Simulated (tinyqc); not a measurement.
## Scale length and length offset from two DIBL values

Question. DIBL = exp(-Le/(2 l)) + 2 exp(-Le/l) with Le = L - dL. Find l, dL and the drawn length for a DIBL of 100 mV/V.

DIBL at drawn lengths 70 and 120 nm (mV/V): [91.067146, 11.764784]

Answer. With e = exp(-Le/(2 l)), 2 e^2 + e = DIBL gives e and so Le/l at each length; Le/l is a straight line in L with slope 1/l.

l = 13.0 nm
dL = 3.90 nm
length for 100 mV/V = 67.9 nm

Numbers from tinyqc (`OMP_NUM_THREADS=1 python tinyqc.py 2002018 2002019 out.jsonl`; about 0.01 s on one thread of a shared Intel Xeon 2.30GHz).
